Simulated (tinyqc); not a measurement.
# Off-state leakage of single and stacked transistors: leakage components against the temperature

n-channel devices of unit width. Subthreshold current I(Vg, Vs, Vd) = I0 (T/300 K)^0.5 exp[(Vg - Vs - VT(T) - gb (Vs - Vb) + dd (Vd - Vs))/(nf Vt)] (1 - exp(-(Vd - Vs)/Vt)), VT(T) = VT - cT (T - 300 K). Gate-edge tunnelling Ig (Vd/1 V) exp(ag (Vd - 1 V)), for a gate at 0 V, and band-to-band leakage Ab u exp(-Bb/u), u = Vd - Vb + 1 V, flow at a drain held at V; both are taken as independent of T. In a stack of off transistors (all gates at 0 V) the same subthreshold current passes through each.

One transistor with Vg = Vs = 0, Vd = V; stack factor I(one)/I(two in series).

Parameters, values chosen for the exercise; values of the order met in bulk silicon logic transistors:
```
symbol  value       unit                                             meaning
V         0.8          V                                      supply voltage
VT       0.49          V        threshold at 300 K, zero drain and body bias
cT        0.5       mV/K              fall of the threshold with temperature
I0       0.78      uA/um                       current at threshold at 300 K
nf       1.42                                                   slope factor
dd       0.15                                drain-induced lowering per volt
gb       0.17             rise of the threshold per volt of source-body bias
Ig      0.001      uA/um                 gate-edge tunnelling current at 1 V
ag        4.7        1/V               exponential slope of the gate current
Ab        100  uA/(um V)      prefactor of band-to-band leakage at the drain
Bb         22          V                             its exponential voltage
Vb          0          V                                        body voltage
```

Constants: q = 1.602176634e-19 C, kB = 1.380649e-23 J/K, Vt = kB T/q. Results are converted to the units shown.

The same in every row: gate edge (nA/um) = 0.3125; band-to-band (nA/um) = 0.8856.

Result of one run:
```
subthreshold (nA/um)  total (nA/um)  stack factor  largest part
0.03272                       1.231         19.55  band-to-band
```

Which temperature T gave this result: 275, 300, 325 or 375 K?

T = 300 K.

The whole series:
```
T (K)  subthreshold (nA/um)  total (nA/um)  stack factor  largest part
250                0.001757          1.200         34.55  band-to-band
275                0.008643          1.207         25.29  band-to-band
300                 0.03272          1.231         19.55  band-to-band
325                  0.1013          1.299         15.75  band-to-band
350                  0.2674          1.465         13.12  band-to-band
375                  0.6218          1.820         11.22  band-to-band
400                   1.304          2.502         9.797  subthreshold
425                   2.511          3.709         8.707  subthreshold
```

As T goes from 250 to 425, the total leakage rises from 1.20 to 3.71 nA/um. The band-to-band part leads at T = 250, the subthreshold part from 400 on. The subthreshold part doubles every 26.4 K between the last two rows. The reduction by a stack of two falls from 34.6 to 8.71, for the subthreshold part alone.

Program tinyqc, `OMP_NUM_THREADS=1 python tinyqc.py 2242005 2242006 out.jsonl`; Intel Xeon 2.30GHz, shared host, one thread, about 0.03 s.
